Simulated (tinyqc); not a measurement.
Hubbard chain of 4 sites, step by step. Computed by tinyqc, a small Python program that keeps every step. Settings: hopping = 1.03, U = 10.8, mixing = 1, iteration cap = 63. Command: `OMP_NUM_THREADS=1 python tinyqc.py 23688 23689 out.jsonl` (the two numbers bound the seeds that draw the settings). One thread of a shared host (Intel(R) Xeon(R) Processor @ 2.60GHz), about 0.2 s of CPU time with the checks. Later iterations appear only in the table of the cycle.

## Mean-field iteration 1

one-body matrix (hopping and site energies) (eV), order 1, 2, 3, 4:
$$\begin{pmatrix}
0.0000 & -1.0300 & 0.0000 & 0.0000 \\
-1.0300 & 0.0000 & -1.0300 & 0.0000 \\
0.0000 & -1.0300 & 0.0000 & -1.0300 \\
0.0000 & 0.0000 & -1.0300 & 0.0000
\end{pmatrix}$$

U = 10.8000 eV

electrons, up and down: [2, 2]

mixing = 1

n(up) at the start (a guess, not normalised): 1 0.5500, 2 0.4500, 3 0.5500, 4 0.4500

n(down) at the start (a guess): 1 0.4500, 2 0.5500, 3 0.4500, 4 0.5500

H(up) = T + U n(down), H(down) = T + U n(up); fill the lowest levels; n(new) = n + mixing (n(out) - n); E = tr T (rho up + rho down) + U sum n_up n_down of the output.

levels, up (eV): [3.6481, 4.5652, 6.2348, 7.1519]

levels, down (eV): [3.6481, 4.5652, 6.2348, 7.1519]

energy = 4.1332 eV

n(up) after iteration 1: 1 0.7766, 2 0.2991, 3 0.7009, 4 0.2234

n(down) after iteration 1: 1 0.2234, 2 0.7009, 3 0.2991, 4 0.7766

## Mean-field iteration 2

As before.

levels, up (eV): [2.1613, 2.8843, 7.9157, 8.6387]

levels, down (eV): [2.1613, 2.8843, 7.9157, 8.6387]

energy = -0.0975 eV

n(up) after iteration 2: 1 0.9680, 2 0.0711, 3 0.9289, 4 0.0320

n(down) after iteration 2: 1 0.0320, 2 0.9289, 3 0.0711, 4 0.9680

## Convergence

Each step fills the lowest levels of T + U n(other spin) and sets n(new) = n + mixing (n(out) - n); stop when output and input agree to 1e-8.

Course of the cycle:
```
iteration     E (eV)  largest |n(out) - n(in)|  mean |n_up - n_down|
1           4.133188                  2.27e-01                0.4776
2          -0.097474                  2.28e-01                0.8969
3          -0.580983                  4.93e-02                0.9677
4          -0.585764                  3.43e-03                0.9725
5          -0.585783                  2.06e-04                0.9728
6          -0.585783                  1.23e-05                0.9728
7          -0.585783                  7.34e-07                0.9728
8          -0.585783                  4.38e-08                0.9728
9          -0.585783                  2.61e-09                0.9728
```

local moments n_up - n_down: 1 0.9818, 2 -0.9638, 3 0.9638, 4 -0.9818

Converged in 9 iterations. Before convergence this energy mixes input and output and is not variational, so it may rise towards its limit.

## Exact diagonalisation (36 states)

Lowest levels of the sector, and the double occupancy of the lowest state.

lowest levels (eV): [-0.8983, -0.6483, -0.3827, -0.2467, -0.1140, 0.0000]

double occupancy per site = 0.0194

The mean-field solution above lies 0.3125 eV above the exact energy.

## The lowest level by Lanczos steps

From a random start vector (not printed): a_j = <q_j|H|q_j>, b_j = norm of the remainder after orthogonalising; the Ritz value is the lowest eigenvalue of the tridiagonal matrix of a and b so far.

Lanczos:
```
j   a_j (eV)  b_j (eV)  lowest Ritz value (eV)
1     9.9555    6.2102                9.955536
2    12.3943    9.1355                4.846115
3     8.4808    2.6287               -0.536590
4    11.4968    3.3190               -0.785297
5    16.4146    8.0225               -0.798985
6     5.9765    4.9064               -0.817787
7    10.3545    1.8425               -0.867743
8    12.6584    7.4475               -0.871756
9    10.9226    8.1923               -0.874143
10    9.2884    1.3446               -0.892801
```
